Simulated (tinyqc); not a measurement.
RKS/LDA (PW92) in the sto-3g basis, for BeH2, spin multiplicity 1, step by step (part 1 of 2). Computed by tinyqc, a small Python program that keeps every step (integrals from PySCF). Settings: charge = 0, multiplicity = 1, basis = sto-3g, energy threshold = 1e-09, iteration cap = 87, orthogonalisation = symmetric, start = core, DIIS depth = 0, method = RKS, functional = lda,pw, grid = [20, 14]. Command: `OMP_NUM_THREADS=1 python tinyqc.py 21668 21669 out.jsonl` (the two numbers bound the seeds that draw the settings). One thread of a shared host (Intel(R) Xeon(R) Processor @ 2.60GHz), about 0.5 s of CPU time with the checks. Later iterations appear only in the table of the cycle.

## One-electron integrals

Geometry (angstrom):
```
atom         x          y         z
Be    0.000000   0.000000  0.000000
H     0.000000   1.901000  0.000000
H     0.000000  -1.901000  0.000000
```

Basis sto-3g: exponents (1/bohr^2) and contraction coefficients of normalised primitives:
```
element  l (shell)   exponent  coefficient
Be           s (1)  30.167871     0.154329
Be           s (1)   5.495115     0.535328
Be           s (1)   1.487193     0.444635
Be           s (2)   1.314833    -0.099967
Be           s (2)   0.305539     0.399513
Be           s (2)   0.099371     0.700115
Be           p (3)   1.314833     0.155916
Be           p (3)   0.305539     0.607684
Be           p (3)   0.099371     0.391957
H            s (1)   3.425251     0.154329
H            s (1)   0.623914     0.535328
H            s (1)   0.168855     0.444635
```

Overlap, kinetic and nuclear-attraction integrals over the contracted functions; the nuclear repulsion is the sum of Za Zb / Rab.

nuclear repulsion = 2.36612640 hartree

overlap S:
```
           1Be 1s    1Be 2s   1Be 2px    1Be 2py   1Be 2pz     2H 1s      3H 1s
1Be 1s   1.000000  0.259517  0.000000   0.000000  0.000000  0.020120   0.020120
1Be 2s   0.259517  1.000000  0.000000   0.000000  0.000000  0.260472   0.260472
1Be 2px  0.000000  0.000000  1.000000   0.000000  0.000000  0.000000   0.000000
1Be 2py  0.000000  0.000000  0.000000   1.000000  0.000000  0.343247  -0.343247
1Be 2pz  0.000000  0.000000  0.000000   0.000000  1.000000  0.000000   0.000000
2H 1s    0.020120  0.260472  0.000000   0.343247  0.000000  1.000000   0.002910
3H 1s    0.020120  0.260472  0.000000  -0.343247  0.000000  0.002910   1.000000
```

kinetic energy T (hartree):
```
            1Be 1s     1Be 2s   1Be 2px    1Be 2py   1Be 2pz      2H 1s      3H 1s
1Be 1s    6.693975  -0.033012  0.000000   0.000000  0.000000  -0.006355  -0.006355
1Be 2s   -0.033012   0.211111  0.000000   0.000000  0.000000   0.011174   0.011174
1Be 2px   0.000000   0.000000  0.660592   0.000000  0.000000   0.000000   0.000000
1Be 2py   0.000000   0.000000  0.000000   0.660592  0.000000   0.056502  -0.056502
1Be 2pz   0.000000   0.000000  0.000000   0.000000  0.660592   0.000000   0.000000
2H 1s    -0.006355   0.011174  0.000000   0.056502  0.000000   0.760032  -0.001769
3H 1s    -0.006355   0.011174  0.000000  -0.056502  0.000000  -0.001769   0.760032
```

nuclear attraction V (hartree):
```
             1Be 1s     1Be 2s    1Be 2px    1Be 2py    1Be 2pz      2H 1s      3H 1s
1Be 1s   -15.117828  -2.043728   0.000000   0.000000   0.000000  -0.157090  -0.157090
1Be 2s    -2.043728  -2.863273   0.000000   0.000000   0.000000  -0.630447  -0.630447
1Be 2px    0.000000   0.000000  -2.803163   0.000000   0.000000   0.000000   0.000000
1Be 2py    0.000000   0.000000   0.000000  -2.926714   0.000000  -0.806330   0.806330
1Be 2pz    0.000000   0.000000   0.000000   0.000000  -2.803163   0.000000   0.000000
2H 1s     -0.157090  -0.630447   0.000000  -0.806330   0.000000  -2.478572  -0.009079
3H 1s     -0.157090  -0.630447   0.000000   0.806330   0.000000  -0.009079  -2.478572
```

core Hamiltonian H = T + V (hartree):
```
            1Be 1s     1Be 2s    1Be 2px    1Be 2py    1Be 2pz      2H 1s      3H 1s
1Be 1s   -8.423853  -2.076740   0.000000   0.000000   0.000000  -0.163445  -0.163445
1Be 2s   -2.076740  -2.652162   0.000000   0.000000   0.000000  -0.619273  -0.619273
1Be 2px   0.000000   0.000000  -2.142571   0.000000   0.000000   0.000000   0.000000
1Be 2py   0.000000   0.000000   0.000000  -2.266122   0.000000  -0.749828   0.749828
1Be 2pz   0.000000   0.000000   0.000000   0.000000  -2.142571   0.000000   0.000000
2H 1s    -0.163445  -0.619273   0.000000  -0.749828   0.000000  -1.718540  -0.010848
3H 1s    -0.163445  -0.619273   0.000000   0.749828   0.000000  -0.010848  -1.718540
```

## Two-electron integrals

Functions are numbered as in S; the eight-fold symmetry (ij|kl) = (ji|kl) = (kl|ij) leaves the list below.

Two-electron integrals (ij|kl) in chemists' order, unique and non-zero (hartree):
```
(11|11) 2.298831    (21|11) 0.392036    (21|21) 0.079539    (22|11) 0.570988
(22|21) 0.143041    (22|22) 0.417683    (31|31) 0.014607    (32|31) 0.021888
(32|32) 0.092265    (33|11) 0.569578    (33|21) 0.143083    (33|22) 0.417589
(33|33) 0.449859    (41|41) 0.014607    (42|41) 0.021888    (42|42) 0.092265
(43|43) 0.024249    (44|11) 0.569578    (44|21) 0.143083    (44|22) 0.417589
(44|33) 0.401360    (44|44) 0.449859    (51|51) 0.014607    (52|51) 0.021888
(52|52) 0.092265    (53|53) 0.024249    (54|54) 0.024249    (55|11) 0.569578
(55|21) 0.143083    (55|22) 0.417589    (55|33) 0.401360    (55|44) 0.401360
(55|55) 0.449859    (61|11) 0.029925    (61|21) 0.006072    (61|22) 0.011031
(61|33) 0.010961    (61|41) 0.000558    (61|42) 0.001051    (61|44) 0.011178
(61|55) 0.010961    (61|61) 0.000487    (62|11) 0.103365    (62|21) 0.026438
(62|22) 0.088520    (62|33) 0.084851    (62|41) 0.003366    (62|42) 0.023596
(62|44) 0.095768    (62|55) 0.084851    (62|61) 0.002239    (62|62) 0.033099
(63|31) 0.001967    (63|32) 0.010171    (63|43) 0.003704    (63|63) 0.002364
(64|11) 0.123985    (64|21) 0.031997    (64|22) 0.111486    (64|33) 0.105134
(64|41) 0.005269    (64|42) 0.036040    (64|44) 0.124064    (64|55) 0.105134
(64|61) 0.002784    (64|62) 0.046423    (64|64) 0.066133    (65|51) 0.001967
(65|52) 0.010171    (65|54) 0.003704    (65|65) 0.002364    (66|11) 0.278146
(66|21) 0.072145    (66|22) 0.270886    (66|33) 0.253522    (66|41) 0.008838
(66|42) 0.084432    (66|44) 0.305203    (66|55) 0.253522    (66|61) 0.006133
(66|62) 0.139077    (66|64) 0.203767    (66|66) 0.774606    (71|11) 0.029925
(71|21) 0.006072    (71|22) 0.011031    (71|33) 0.010961    (71|41) -0.000558
(71|42) -0.001051   (71|44) 0.011178    (71|55) 0.010961    (71|61) 0.000442
(71|62) 0.001885    (71|64) 0.002232    (71|66) 0.005164    (71|71) 0.000487
(72|11) 0.103365    (72|21) 0.026438    (72|22) 0.088520    (72|33) 0.084851
(72|41) -0.003366   (72|42) -0.023596   (72|44) 0.095768    (72|55) 0.084851
(72|61) 0.001885    (72|62) 0.014356    (72|64) 0.017262    (72|66) 0.043861
(72|71) 0.002239    (72|72) 0.033099    (73|31) 0.001967    (73|32) 0.010171
(73|43) -0.003704   (73|63) 0.000685    (73|73) 0.002364    (74|11) -0.123985
(74|21) -0.031997   (74|22) -0.111486   (74|33) -0.105134   (74|41) 0.005269
(74|42) 0.036040    (74|44) -0.124064   (74|55) -0.105134   (74|61) -0.002232
(74|62) -0.017262   (74|64) -0.020628   (74|66) -0.053306   (74|71) -0.002784
(74|72) -0.046423   (74|74) 0.066133    (75|51) 0.001967    (75|52) 0.010171
(75|54) -0.003704   (75|65) 0.000685    (75|75) 0.002364    (76|11) 0.001800
(76|21) 0.000445    (76|22) 0.001259    (76|33) 0.001250    (76|44) 0.001278
(76|55) 0.001250    (76|61) 0.000034    (76|62) 0.000270    (76|64) 0.000342
(76|66) 0.000832    (76|71) 0.000034    (76|72) 0.000270    (76|74) -0.000342
(76|76) 3.82e-06    (77|11) 0.278146    (77|21) 0.072145    (77|22) 0.270886
(77|33) 0.253522    (77|41) -0.008838   (77|42) -0.084432   (77|44) 0.305203
(77|55) 0.253522    (77|61) 0.005164    (77|62) 0.043861    (77|64) 0.053306
(77|66) 0.139184    (77|71) 0.006133    (77|72) 0.139077    (77|74) -0.203767
(77|76) 0.000832    (77|77) 0.774606
```

## Orthogonalisation

S = U s U^T; symmetric (Loewdin) form X = U s^(-1/2) U^T, so that X^T S X = 1.

eigenvalues of S: 0.513118  0.563460  0.974180  1.000000  1.000000  1.465270  1.483972

X:
```
            1Be 1s     1Be 2s   1Be 2px    1Be 2py   1Be 2pz      2H 1s      3H 1s
1Be 1s    1.027978  -0.144309  0.000000   0.000000  0.000000   0.018155   0.018155
1Be 2s   -0.144309   1.087188  0.000000   0.000000  0.000000  -0.146833  -0.146833
1Be 2px   0.000000   0.000000  1.000000   0.000000  0.000000   0.000000   0.000000
1Be 2py   0.000000   0.000000  0.000000   1.107595  0.000000  -0.203336   0.203336
1Be 2pz   0.000000   0.000000  0.000000   0.000000  1.000000   0.000000   0.000000
2H 1s     0.018155  -0.146833  0.000000  -0.203336  0.000000   1.082816  -0.026503
3H 1s     0.018155  -0.146833  0.000000   0.203336  0.000000  -0.026503   1.082816
```

## Starting guess

The start is the orbitals of the core Hamiltonian; D = 2 C_occ C_occ^T.

D at the start:
```
            1Be 1s     1Be 2s   1Be 2px    1Be 2py   1Be 2pz      2H 1s      3H 1s
1Be 1s    2.147162  -0.566605  0.000000   0.000000  0.000000   0.014319   0.014319
1Be 2s   -0.566605   2.171524  0.000000   0.000000  0.000000  -0.025341  -0.025341
1Be 2px   0.000000   0.000000  0.000000   0.000000  0.000000   0.000000   0.000000
1Be 2py   0.000000   0.000000  0.000000   2.142311  0.000000  -0.112183   0.112183
1Be 2pz   0.000000   0.000000  0.000000   0.000000  0.000000   0.000000   0.000000
2H 1s     0.014319  -0.025341  0.000000  -0.112183  0.000000   0.006200  -0.005549
3H 1s     0.014319  -0.025341  0.000000   0.112183  0.000000  -0.005549   0.006200
```

## Iteration 1: exchange-correlation on the grid

Becke grid with 20 radial and 14 angular points per atom, points of zero weight dropped. rho = sum D_ij phi_i phi_j; V_xc,ij = sum w v_xc phi_i phi_j; v_xc is d(rho eps)/d rho.

The 16 grid points with the largest w rho, of 820 (bohr, atomic units):
```
x                  y          z         w       rho     eps_xc       v_xc
0.000000    1.625674   0.000000  1.003282  0.109114  -0.406812  -0.531795
0.000000   -1.625674   0.000000  1.003282  0.109114  -0.406812  -0.531795
0.000000    2.152867   0.000000  1.425310  0.056517  -0.332588  -0.434104
0.000000   -2.152867   0.000000  1.425310  0.056517  -0.332588  -0.434104
-1.242959  -1.242959   1.242959  2.508836  0.030143  -0.274678  -0.358033
1.242959    1.242959  -1.242959  2.508836  0.030143  -0.274678  -0.358033
-1.242959  -1.242959  -1.242959  2.508836  0.030143  -0.274678  -0.358033
1.242959    1.242959   1.242959  2.508836  0.030143  -0.274678  -0.358033
-1.242959   1.242959  -1.242959  2.508836  0.030143  -0.274678  -0.358033
1.242959   -1.242959   1.242959  2.508836  0.030143  -0.274678  -0.358033
-1.242959   1.242959   1.242959  2.508836  0.030143  -0.274678  -0.358033
1.242959   -1.242959  -1.242959  2.508836  0.030143  -0.274678  -0.358033
0.000000   -1.197318   0.000000  0.459124  0.161894  -0.459348  -0.601041
0.000000    1.197318   0.000000  0.459124  0.161894  -0.459348  -0.601041
-0.938583  -0.938583   0.938583  1.182388  0.056198  -0.332014  -0.433350
0.938583    0.938583  -0.938583  1.182388  0.056198  -0.332014  -0.433350
```

electrons on the grid, sum of w rho = 6.009148

E_xc = sum of w rho eps_xc = -3.36111167 hartree

V_xc (hartree):
```
            1Be 1s     1Be 2s    1Be 2px    1Be 2py    1Be 2pz      2H 1s      3H 1s
1Be 1s   -1.432321  -0.220816   0.000000   0.000000   0.000000  -0.017213  -0.017213
1Be 2s   -0.220816  -0.364992   0.000000   0.000000   0.000000  -0.071248  -0.071248
1Be 2px   0.000000   0.000000  -0.347600   0.000000   0.000000   0.000000   0.000000
1Be 2py   0.000000   0.000000   0.000000  -0.392212   0.000000  -0.088428   0.088428
1Be 2pz   0.000000   0.000000   0.000000   0.000000  -0.347600   0.000000   0.000000
2H 1s    -0.017213  -0.071248   0.000000  -0.088428   0.000000  -0.176493  -0.001155
3H 1s    -0.017213  -0.071248   0.000000   0.088428   0.000000  -0.001155  -0.176493
```

## Iteration 1: building the Kohn-Sham matrix

J_ij = sum D_kl (ij|kl); F = H + J + V_xc; E = tr D H + tr D J / 2 + E_xc + E_nn.

Coulomb J (hartree):
```
           1Be 1s    1Be 2s   1Be 2px    1Be 2py   1Be 2pz     2H 1s      3H 1s
1Be 1s   6.890859  1.352976  0.000000   0.000000  0.000000  0.104036   0.104036
1Be 2s   1.352976  2.810500  0.000000   0.000000  0.000000  0.573925   0.573925
1Be 2px  0.000000  0.000000  2.775457   0.000000  0.000000  0.000000   0.000000
1Be 2py  0.000000  0.000000  0.000000   2.870408  0.000000  0.716875  -0.716875
1Be 2pz  0.000000  0.000000  0.000000   0.000000  2.775457  0.000000   0.000000
2H 1s    0.104036  0.573925  0.000000   0.716875  0.000000  1.696575   0.008664
3H 1s    0.104036  0.573925  0.000000  -0.716875  0.000000  0.008664   1.696575
```

Kohn-Sham matrix F (hartree):
```
            1Be 1s     1Be 2s   1Be 2px    1Be 2py   1Be 2pz      2H 1s      3H 1s
1Be 1s   -2.965315  -0.944580  0.000000   0.000000  0.000000  -0.076622  -0.076622
1Be 2s   -0.944580  -0.206654  0.000000   0.000000  0.000000  -0.116595  -0.116595
1Be 2px   0.000000   0.000000  0.285285   0.000000  0.000000   0.000000   0.000000
1Be 2py   0.000000   0.000000  0.000000   0.212074  0.000000  -0.121382   0.121382
1Be 2pz   0.000000   0.000000  0.000000   0.000000  0.285285   0.000000   0.000000
2H 1s    -0.076622  -0.116595  0.000000  -0.121382  0.000000  -0.198459  -0.003338
3H 1s    -0.076622  -0.116595  0.000000   0.121382  0.000000  -0.003338  -0.198459
```

total energy of this density = -14.39325598 hartree

## Iteration 1: diagonalisation and new density

Diagonalise F' = X^T F X, C = X C', fill 3 alpha and 3 beta electrons from the bottom; D = 2 C_occ C_occ^T. Each column has its largest component positive (the first on a tie).

F' = X^T F X (hartree):
```
           1          2         3          4         5          6          7
1  -2.862247  -0.587960  0.000000   0.000000  0.000000   0.016605   0.016605
2  -0.587960   0.049634  0.000000   0.000000  0.000000  -0.093440  -0.093440
3   0.000000   0.000000  0.285285   0.000000  0.000000   0.000000   0.000000
4   0.000000   0.000000  0.000000   0.353378  0.000000  -0.162926   0.162926
5   0.000000   0.000000  0.000000   0.000000  0.285285   0.000000   0.000000
6   0.016605  -0.093440  0.000000  -0.162926  0.000000  -0.136279  -0.023220
7   0.016605  -0.093440  0.000000   0.162926  0.000000  -0.023220  -0.136279
```

orbital energies (hartree): MO1 -2.976487, MO2 -0.207934, MO3 -0.207682, MO4 0.212308, MO5 0.285285, MO6 0.285285, MO7 0.448001

coefficients C:
```
               MO1        MO2        MO3        MO4       MO5        MO6        MO7
1Be 1s    0.981592  -0.091224   0.000000  -0.326157  0.000000   0.000000   0.000000
1Be 2s    0.065575   0.176298   0.000000   1.100246  0.000000   0.000000   0.000000
1Be 2px   0.000000   0.000000   0.000000   0.000000  0.135552   0.990770   0.000000
1Be 2py   0.000000   0.000000   0.154755   0.000000  0.000000   0.000000   1.133803
1Be 2pz   0.000000   0.000000   0.000000   0.000000  0.990770  -0.135552   0.000000
2H 1s    -0.009617   0.652461   0.648358  -0.392415  0.000000   0.000000  -0.486078
3H 1s    -0.009617   0.652461  -0.648358  -0.392415  0.000000   0.000000   0.486078
```

D after iteration 1:
```
            1Be 1s    1Be 2s   1Be 2px    1Be 2py   1Be 2pz      2H 1s      3H 1s
1Be 1s    1.943688  0.096570  0.000000   0.000000  0.000000  -0.137920  -0.137920
1Be 2s    0.096570  0.070762  0.000000   0.000000  0.000000   0.228794   0.228794
1Be 2px   0.000000  0.000000  0.000000   0.000000  0.000000   0.000000   0.000000
1Be 2py   0.000000  0.000000  0.000000   0.047898  0.000000   0.200673  -0.200673
1Be 2pz   0.000000  0.000000  0.000000   0.000000  0.000000   0.000000   0.000000
2H 1s    -0.137920  0.228794  0.000000   0.200673  0.000000   1.692332   0.010859
3H 1s    -0.137920  0.228794  0.000000  -0.200673  0.000000   0.010859   1.692332
```

Within a degenerate level the vectors are fixed only up to a rotation; this is one choice.

## Iteration 2: exchange-correlation on the grid

As before.

The 16 grid points with the largest w rho, of 820 (bohr, atomic units):
```
x                  y          z         w       rho     eps_xc       v_xc
0.000000   -2.152867   0.000000  1.425310  0.044154  -0.308475  -0.402411
0.000000    2.152867   0.000000  1.425310  0.044154  -0.308475  -0.402411
-0.221328  -0.221328  -0.221328  0.024196  1.852454  -0.983416  -1.294248
-0.221328   0.221328  -0.221328  0.024196  1.852454  -0.983416  -1.294248
0.221328   -0.221328   0.221328  0.024196  1.852454  -0.983416  -1.294248
-0.221328  -0.221328   0.221328  0.024196  1.852454  -0.983416  -1.294248
-0.221328   0.221328   0.221328  0.024196  1.852454  -0.983416  -1.294248
0.221328   -0.221328  -0.221328  0.024196  1.852454  -0.983416  -1.294248
0.221328    0.221328  -0.221328  0.024196  1.852454  -0.983416  -1.294248
0.221328    0.221328   0.221328  0.024196  1.852454  -0.983416  -1.294248
0.000000   -2.794596   0.000000  0.278904  0.156490  -0.454564  -0.594732
0.000000    2.794596   0.000000  0.278904  0.156490  -0.454564  -0.594732
0.000000    0.383352   0.000000  0.021508  1.853759  -0.983635  -1.294538
0.000000   -0.383352   0.000000  0.021508  1.853759  -0.983635  -1.294538
-0.383352   0.000000   0.000000  0.021508  1.851812  -0.983309  -1.294105
0.383352    0.000000   0.000000  0.021508  1.851812  -0.983309  -1.294105
```

electrons on the grid, sum of w rho = 5.963808

E_xc = sum of w rho eps_xc = -3.50852531 hartree

V_xc (hartree):
```
            1Be 1s     1Be 2s    1Be 2px    1Be 2py    1Be 2pz      2H 1s      3H 1s
1Be 1s   -1.392642  -0.197166   0.000000   0.000000   0.000000  -0.015170  -0.015170
1Be 2s   -0.197166  -0.227377   0.000000   0.000000   0.000000  -0.083533  -0.083533
1Be 2px   0.000000   0.000000  -0.200744   0.000000   0.000000   0.000000   0.000000
1Be 2py   0.000000   0.000000   0.000000  -0.275441   0.000000  -0.120652   0.120652
1Be 2pz   0.000000   0.000000   0.000000   0.000000  -0.200744   0.000000   0.000000
2H 1s    -0.015170  -0.083533   0.000000  -0.120652   0.000000  -0.492934  -0.000784
3H 1s    -0.015170  -0.083533   0.000000   0.120652   0.000000  -0.000784  -0.492934
```

## Iteration 2: building the Kohn-Sham matrix

As before.

Coulomb J (hartree):
```
           1Be 1s    1Be 2s   1Be 2px    1Be 2py   1Be 2pz     2H 1s      3H 1s
1Be 1s   5.730695  1.085060  0.000000   0.000000  0.000000  0.083417   0.083417
1Be 2s   1.085060  2.268310  0.000000   0.000000  0.000000  0.572602   0.572602
1Be 2px  0.000000  0.000000  2.197604   0.000000  0.000000  0.000000   0.000000
1Be 2py  0.000000  0.000000  0.000000   2.399915  0.000000  0.758640  -0.758640
1Be 2pz  0.000000  0.000000  0.000000   0.000000  2.197604  0.000000   0.000000
2H 1s    0.083417  0.572602  0.000000   0.758640  0.000000  2.318575   0.007054
3H 1s    0.083417  0.572602  0.000000  -0.758640  0.000000  0.007054   2.318575
```

Kohn-Sham matrix F (hartree):
```
            1Be 1s     1Be 2s    1Be 2px    1Be 2py    1Be 2pz      2H 1s      3H 1s
1Be 1s   -4.085800  -1.188846   0.000000   0.000000   0.000000  -0.095198  -0.095198
1Be 2s   -1.188846  -0.611230   0.000000   0.000000   0.000000  -0.130204  -0.130204
1Be 2px   0.000000   0.000000  -0.145712   0.000000   0.000000   0.000000   0.000000
1Be 2py   0.000000   0.000000   0.000000  -0.141647   0.000000  -0.111840   0.111840
1Be 2pz   0.000000   0.000000   0.000000   0.000000  -0.145712   0.000000   0.000000
2H 1s    -0.095198  -0.130204   0.000000  -0.111840   0.000000   0.107100  -0.004577
3H 1s    -0.095198  -0.130204   0.000000   0.111840   0.000000  -0.004577   0.107100
```

total energy of this density = -14.82921876 hartree
